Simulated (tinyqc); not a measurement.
Leakage through a gate insulator: direct, Fowler-Nordheim, trap-assisted and Poole-Frenkel currents. From tunnelling current J_tun back to voltage across the insulator V. Computed by tinyqc, a small Python program. Command: `OMP_NUM_THREADS=1 python tinyqc.py 3006233 3006234 out.jsonl oxideleak inv`. One thread of a shared host (Intel(R) Xeon(R) Processor @ 2.30GHz), about 0.02 s of CPU time with the checks.

Electrons enter from the cathode Fermi level at x = 0; the conduction band of the insulator lies phi_b - e F x above it, F = V/t. WKB exponents use a parabolic band with mass m.

Inputs (values chosen for the exercise, with an insulator like HfO2):
```
quantity                value  unit
thickness t               1.9    nm
barrier phi_b            1.55    eV
tunnelling mass m        0.18   m_0
static constant eps_ox   21.3     -
```

Constants: hbar^2/(2 m_0) = 3.80998212 eV angstrom^2; e = 1.602176634e-19 C; hbar = 1.054571817e-34 J s.

Method:
- For a level a distance phi(x) below the band, the WKB exponent is 2 int kappa dx with kappa = sqrt(m phi/(hbar^2/2m_0)); for a linear barrier from phi_1 down to phi_2 = max(phi_1 - e F d, 0) it is G = (4/3) sqrt(m/(hbar^2/2m_0)) (phi_1^(3/2) - phi_2^(3/2))/(e F).
- J_tun = e^3 F^2/(16 pi^2 hbar m phi_b) x exp(-G) / [1 - sqrt(phi_2/phi_b)]^2 with the free-electron mass in the cathode (m in m_0), phi_2 = max(phi_b - e V, 0): direct tunnelling for e V < phi_b, Fowler-Nordheim above. Image forces, back-flow and the limit on supply are left out, so J_tun is overstated below about 0.5 V.
- Equivalent oxide thickness = 3.9 t/eps_ox.

Problem. A run gave the result below. Find the voltage across the insulator V, known to lie between 0.57 and 1.5 V.

tunnelling current J_tun = 163578.5 A/cm^2

Solution.

Each step takes the trial c = (a f_b - b f_a)/(f_b - f_a), f being the result less the target and a, b, c the logarithms of the listed values; c replaces end b, the old b replaces a if the sign of f changed, and otherwise f_a is halved.

Scan of the range:
```
voltage across the insulator V (V)  tunnelling current J_tun (A/cm^2)
0.570                                                          111637
0.670                                                          129432
0.787                                                          154399
0.925                                                          190982
1.090                                                          247721
1.280                                                          335176
1.500                                                          446960
```

False position (Illinois rule, in the logarithm of the input) inside the bracket:
```
step     end a     end b     trial  tunnelling current J_tun (A/cm^2)
1     0.787000  0.925000  0.819562                             162271
2     0.925000  0.819562  0.824092                             163401
3     0.925000  0.824092  0.825310                             163706
4     0.824092  0.825310  0.824800                             163578
5     0.825310  0.824800  0.824800                             163578
```

Tunnelling current J_tun rises at every point of a 13-point scan of the range (every second point is shown), so one value fits; it is bracketed by 0.787 and 0.925. Answer: voltage across the insulator V = 0.8248 V.
